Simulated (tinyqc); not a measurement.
Temperatures in a stack of 3 dies with leakage feedback: one step of the calculation.

One-dimensional heat flow to a sink below die 0. The power of each die is released in a plane at its top; from the plane of die j > 0 heat crosses its silicon (ts), a bond layer and the wiring of die j - 1; from die 0 it crosses t0, paste and sink. Copper shares the path through bond and wiring in parallel: k_eff = fm km + (1 - fm) k. Silicon is taken at the temperature of the plane above it. Leakage is P_l exp((T - 350 K)/Tl).

Question. Resistances per area at 300 K. R = thickness/conductivity for each layer.

Values chosen for this exercise; conductivities of the order met in silicon, wiring layers, bonds and pastes: conductivity of silicon at 300 K k0 = 147 W/(m K); thickness of a thinned die ts = 50 um; thickness of the die next to the sink t0 = 500 um; thickness of the wiring layers tb = 8 um; conductivity of the wiring layers kb = 3.3 W/(m K); thickness of a bond layer tg = 2 um; conductivity of the bond dielectric kg = 0.6 W/(m K); area share of copper through bond and wiring fm = 0.01; conductivity of copper km = 390 W/(m K); paste and lid Rt = 0.25 K cm^2/W; heat sink Rs = 1.19 K cm^2/W.

Give: thick die; thinned die; k_eff of the bond; k_eff of the wiring; bond plus wiring; paste plus sink.

Answer.

thick die = 0.03401 K cm^2/W
thinned die = 0.003401 K cm^2/W
k_eff of the bond = 4.494 W/(m K)
k_eff of the wiring = 7.167 W/(m K)
bond plus wiring = 0.01561 K cm^2/W
paste plus sink = 1.440 K cm^2/W

Numbers from tinyqc (`OMP_NUM_THREADS=1 python tinyqc.py 2162220 2162221 out.jsonl`; about 0.04 s on one thread of a shared Intel Xeon 2.30GHz).
